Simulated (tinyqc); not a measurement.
Worked calculation: hydrogen passivation of interface dangling bonds: competing passivation and dissociation with distributed barriers. Computed by tinyqc, a small Python program that keeps every step. Command: `OMP_NUM_THREADS=1 python tinyqc.py 3000740 3000741 out.jsonl passiv walk`. One thread of a shared host (Intel(R) Xeon(R) Processor @ 2.30GHz), about 0.02 s of CPU time with the checks. Intermediate numbers are printed to about 5 digits and carried at full precision; extremes and crossings named in words are read from the listed rows.

P_b + H2 gives P_bH + H at the rate k_f [H2]; P_bH gives P_b + H at the rate k_d. All defects start unpassivated. E_f and E_d are Gaussian and independent.

Inputs (values chosen for the exercise, close to those used for P_b centres at the silicon-oxide interface): defect density N0 = 1.8e+12 1/cm^2; passivation prefactor k_f0 = 7.3e-08 cm^3/s; mean passivation barrier E_f = 1.62 eV; spread sigma_f = 0.11 eV; dissociation prefactor k_d0 = 1.1e+13 1/s; mean dissociation barrier E_d = 2.7 eV; spread sigma_d = 0.11 eV; H2 in the oxide per atm, solubility factor = 3.5e+17 1/(cm^3 atm); hydrogen pressure p = 0.05 atm; anneal temperature T = 625 C; anneal time t = 4800 s; oxide thickness = 6.3 nm.

Constants: k_B = 8.617333262e-05 eV/K; e = 1.602176634e-19 C; eps_0 = 8.8541878128e-12 F/m.

## Single barriers

[H2] = solubility factor x p; a = k_f0 [H2] exp(-E_f/(k_B T)), d = k_d0 exp(-E_d/(k_B T)). For one pair of barriers the active share is y = [d + a exp(-(a + d) t)]/(a + d). Temperatures in kelvin are T(C) + 273.15.

passivation rate a = 1.0377 1/s

dissociation rate d = 0.0077789 1/s

a t = 4981.0

steady active share d/(a + d) = 0.0074404

active share, single barriers = 0.0074404

Passivation has run its course, and the balance with dissociation sets the remainder.

## Distributed barriers

Average y over both Gaussians with 40 x 40 Gauss-Hermite points. Active density N0 y; threshold shift if each active defect holds one charge, e N0 y t_ox/(3.9 eps_0).

active share y = 0.035404

active density = 6.3728e+10 1/cm^2

threshold shift = 18.628 mV

The spread changes the remainder by a factor 4.76: sigma_f/(k_B T) = 1.42 and sigma_d/(k_B T) = 1.42.

## Best anneal temperature for this time and pressure

Minimise the averaged y over T between 150 and 900 C: find where ln y is equal at T - 0.05 and T + 0.05 C; T is rounded to 0.1 C.

best temperature = 496.4 C

least active share = 0.0096870

Caution: atomic hydrogen, which both passivates and depassivates, and further passivation during cooling are left out.

## Isochronal anneals

The formulas are those given above.

Active share after the time t:
```
T (C)     a (1/s)     d (1/s)  single barriers  distributed
200    7.0935e-09  1.9152e-16       9.9997e-01      0.99888
250    3.1627e-07  1.0737e-13       9.9848e-01      0.98119
300    7.2695e-06  1.9951e-11       9.6571e-01      0.86169
350    1.0104e-04  1.6029e-09       6.1572e-01      0.53436
400    9.4984e-04  6.7124e-08       1.0537e-02      0.17862
450    6.5502e-03  1.6771e-06       2.5597e-04      0.02919
500    3.5188e-02  2.7634e-05       7.8471e-04      0.00974
600    5.6990e-01  2.8650e-03       5.0020e-03      0.02759
700    5.2078e+00  1.1443e-01       2.1501e-02      0.06868
800    3.1509e+01  2.2989e+00       6.7999e-02      0.13954
```

The distributed share is least at 500 C among these rows, 0.0097, and the search puts the optimum at 496.4 C. On the cold side defects with high E_f survive; on the hot side dissociation, with the larger barrier, gains on passivation with an energy E_d - E_f = 1.08 eV. In that row single barriers give 7.8e-4, so the spread raises the floor.

Checks made by the program: Gauss-Hermite average against a fine uniform grid (relative difference below 1e-10).
